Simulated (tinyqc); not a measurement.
Luttinger-Kohn k.p, four valence bands, step by step. One step of it, computed by the program tinyqc.

Question. Hole masses. E = c [g1 k^2 -/+ 2 sqrt(g2^2 k^4 + 3 (g3^2 - g2^2)(kx^2 ky^2 + ky^2 kz^2 + kz^2 kx^2))] with c = hbar^2/2m, and m* = hbar^2 k^2 / (2 E).

Luttinger parameters chosen for this model; energies are counted downward from the top of the valence band:

| parameter | value | unit |
|---|---|---|
| g1 | 7.630000 |  |
| g2 | 2.650000 |  |
| g3 | 3.110000 |  |

Give: Masses.

Answer.

Masses (electron masses):

| direction | heavy | light |
|---|---|---|
| [100] | 0.429 | 0.077 |
| [110] | 0.615 | 0.073 |
| [111] | 0.709 | 0.072 |
